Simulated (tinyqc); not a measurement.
Small-signal admittance of a forward-biased p+-n diode: effect of the excess hole density at the junction edge.

Holes injected into a neutral base of width wb with an ohmic contact at its end; low injection, p0 far above the equilibrium density. A small voltage v exp(i w t), w = 2 pi f, modulates the edge density by p0 v/Vt, and the small-signal density obeys Dp d2p/dx2 = (1/tau + i w) p.

L = sqrt(Dp tau); direct current J = (q Dp p0/L) coth(wb/L); k = sqrt(1 + i w tau)/L; diffusion admittance Y = (q Dp p0/Vt) k coth(k wb) = G + i w C_diff; junction capacitance C_j = sqrt(q eps0 eps_r Nd/(2 Vr)) in the depletion approximation, with the remaining barrier Vr = Vt ln(Na/p0), a rough value under forward bias; base-width modulation is left out. Measured admittance 1/[Rs + 1/(Y + i w C_j)].

Values chosen for this exercise; permittivity close to that of gallium arsenide: temperature T = 300 K; relative permittivity eps_r = 12.9; donor density of the base Nd = 3.3e15 cm^-3; hole diffusion coefficient Dp = 4.6 cm^2/s; hole lifetime tau = 5e-8 s; width of the neutral base wb = 3.2 um; acceptor density of the p+ side Na = 3e18 cm^-3; series resistance Rs = 0.00029 ohm cm^2; signal frequency f = 1.9e7 Hz.

Constants: q = 1.602176634e-19 C, kB = 1.380649e-23 J/K, Vt = kB T/q, eps0 = 8.8541878128e-14 F/cm where lengths are in cm. Results are converted to the units shown.

The same in every row: w tau = 5.9690.

Results:
columns A: p0 (cm^-3); B: G (S/cm^2); C: C_diff (uF/cm^2); D: C_j (uF/cm^2); E: measured G (S/cm^2); F: measured C (uF/cm^2); G: phase of the measured Y (degrees)
```
A             B          C         D          E         F       G
3e8   3.4073e-5  1.8024e-7  0.022522  0.0021306  0.022522  89.955
3e9   3.4073e-4  1.8024e-6  0.023741  0.0026705  0.023742  89.946
3e10  0.0034073  1.8024e-5  0.025181  0.0060316  0.025199  89.885
3e11   0.034073  1.8024e-4  0.026919   0.037108  0.027099  89.343
3e12    0.34073  0.0018024  0.029076    0.34463  0.030872  84.658
3e14     34.073    0.18024  0.035611     33.926   0.21163  36.675
```

Estimate the missing row, p0 = 3e13 cm^-3.

Computed row:
columns A: p0 (cm^-3); B: G (S/cm^2); C: C_diff (uF/cm^2); D: C_j (uF/cm^2); E: measured G (S/cm^2); F: measured C (uF/cm^2); G: phase of the measured Y (degrees)
```
A          B         C         D       E         F       G
3e13  3.4073  0.018024  0.031851  3.4142  0.049777  60.120
```

With this row back in the table: As p0 goes from 3e8 to 3e14, G rises from 3.41e-5 to 34.1 S/cm^2, C_diff rises from 1.80e-7 to 0.180 uF/cm^2 and the measured C rises from 0.0225 to 0.212 uF/cm^2. C_diff exceeds C_j for p0 = 3e14.

Program tinyqc, `OMP_NUM_THREADS=1 python tinyqc.py 2890203 2890204 out.jsonl`; Intel Xeon 2.30GHz, shared host, one thread, about 0.01 s.
